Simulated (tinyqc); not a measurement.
# Worked calculation: silicon n-p-n transistor, Gummel numbers and transit times

Numbers from tinyqc (`OMP_NUM_THREADS=1 python tinyqc.py 2320141 2320142 out.jsonl`; about 0.01 s on one thread of a shared Intel Xeon 2.30GHz). Printed values are rounded.

One-dimensional n-p-n transistor in the forward active mode at low injection. In the base p(x) = NB exp(-eta x/wb) and ni(x)^2 = ni^2 exp((g0 + g1 x/wb)/Vt); electrons leave the base at vsat; band spikes at the emitter junction and recombination inside the emitter are ignored.

Parameters, values chosen for the exercise; band and dielectric values close to those of silicon: temperature T = 300 K; band gap Eg = 1.1 eV; relative permittivity eps_r = 11.7; conduction-band density of states at T Nc = 2.75e19 cm^-3; valence-band density of states at T Nv = 2.68e19 cm^-3; saturation velocity vsat = 1.01e7 cm/s; neutral base width wb = 140 nm; base doping at the emitter edge NB = 7.3e17 cm^-3; doping falls as exp(-eta x/wb) eta = 0; gap reduction at the emitter edge of the base g0 = 0 eV; further gap reduction across the base (linear) g1 = 0 eV; electron diffusion coefficient in the base Dn = 11 cm^2/s; emitter doping NE = 3.3e19 cm^-3; gap reduction in the emitter (negative: wider gap) gE = 0.077 eV; neutral emitter width we = 76 nm; hole diffusion coefficient in the emitter Dp = 1.5 cm^2/s; recombination velocity at the emitter contact Se = 30000 cm/s; electron lifetime in the base tb = 3e-7 s; collector doping NC = 2.8e16 cm^-3; collector-base reverse bias VCB = 0.4 V.

Constants: q = 1.602176634e-19 C, kB = 1.380649e-23 J/K, Vt = kB T/q, eps0 = 8.8541878128e-14 F/cm where lengths are in cm. Results are converted to the units shown.

Range of the model: Heavy doping makes emitter or base degenerate; gE and g0 are to be read as apparent gap changes that include this.

## Base Gummel number and transit time

f(x) = p(x) ni^2/ni(x)^2; I(x) = integral from x to wb of f/Dn, plus f(wb)/vsat; base Gummel number GB = I(0); electron density per unit flux n/(J/q) = I/f; base transit time tauB = integral of I/f over the base. Trapezoid rule on 9 equal steps.

```
point   x (nm)  f (cm^-3)  I (s/cm^4)  I/f (s/cm)
0        0.000     7.3e17  1.00137e12  1.37174e-6
1       15.556     7.3e17  8.98136e11  1.23032e-6
2       31.111     7.3e17  7.94903e11  1.08891e-6
3       46.667     7.3e17  6.91671e11  9.47495e-7
4       62.222     7.3e17  5.88439e11  8.06081e-7
5       77.778     7.3e17  4.85207e11  6.64666e-7
6       93.333     7.3e17  3.81974e11  5.23252e-7
7      108.889     7.3e17  2.78742e11  3.81838e-7
8      124.444     7.3e17  1.75510e11  2.40424e-7
9      140.000     7.3e17  7.22772e10  9.90099e-8
```

GB = 1.00137e12 s/cm^4
tauB = 10.2952 ps

With 4000 steps GB = 1.001e12 s/cm^4 and tauB = 10.30 ps. A uniform base would give wb^2/(2 Dn) + wb/vsat = 10.3 ps.

## Gain, Early voltage and collector delay

ni = sqrt(Nc Nv) exp(-Eg/(2 Vt)), Eg in volts; GE = NE exp(-gE/Vt)(we/Dp + 1/Se); JC = J0 exp(VBE/Vt), J0 = q ni^2/GB; gain limited by back injection GE/GB, by base recombination tb/tauB, together 1/beta = the sum of the inverses; collector layer one-sided, Wc = sqrt(2 eps0 eps_r (Vbc + VCB)/(q NC)), Vbc = Vt ln(p(wb) NC/ni^2), Cjc = eps0 eps_r/Wc; Early voltage VA = GB q p(wb)/(f(wb) Cjc [1/Dn - (eta + g1/Vt)/(wb vsat)]), f(wb) = p(wb) exp(-(g0 + g1)/Vt), p(wb) = NB exp(-eta); tauC = Wc/(2 vsat).

ni = 1.56365e10 cm^-3
GE = 6.44618e13 s/cm^4
J0 = 3.91199e-11 A/cm^2
GE/GB = 64.3737
tb/tauB = 29139.7
beta = 64.2318
Wc = 238.220 nm
Cjc = 0.434867 fF/um^2
VA = 40.5826 V
tauC = 1.17931 ps

The gain is limited more by back injection into the emitter. beta VA = 2610 V.
